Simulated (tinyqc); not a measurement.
## Mass and degeneracy from charge and saturation current

Inverse problem. At high drain voltage only states moving towards the drain are filled: n = (N0/2) F_0(eta), N0 = gv m kB T/(pi hbar^2), F_0(x) = ln(1 + exp x), and I = q (N0/2) vT F_(1/2)(eta) per width, vT = sqrt(2 kB T/(pi m)), F_(1/2)(x) = (2/sqrt(pi)) int_0^infinity u^(1/2)/(1 + exp(u - x)) du. Find eta and m.

Parameters, values chosen for the exercise:
- T = 250 K (temperature)
- gv = 2 (valley degeneracy)

Constants: q = 1.602176634e-19 C, kB = 1.380649e-23 J/K, hbar = 1.054571817e-34 J s, m0 = 9.1093837015e-31 kg. Results are converted to the units shown.

n = 6.2456620e12 cm^-2
I = 857.27659 uA/um

Solution. The mass drops out of I^2/(q^2 n) = gv (kB T)^2 F_(1/2)^2/(pi^2 hbar^2 F_0), which rises with eta and so fixes it; n then gives m.

eta = 1.15
m = 0.487 m0

Program tinyqc, `OMP_NUM_THREADS=1 python tinyqc.py 2400057 2400058 out.jsonl`; Intel Xeon 2.30GHz, shared host, one thread, about 0.01 s.
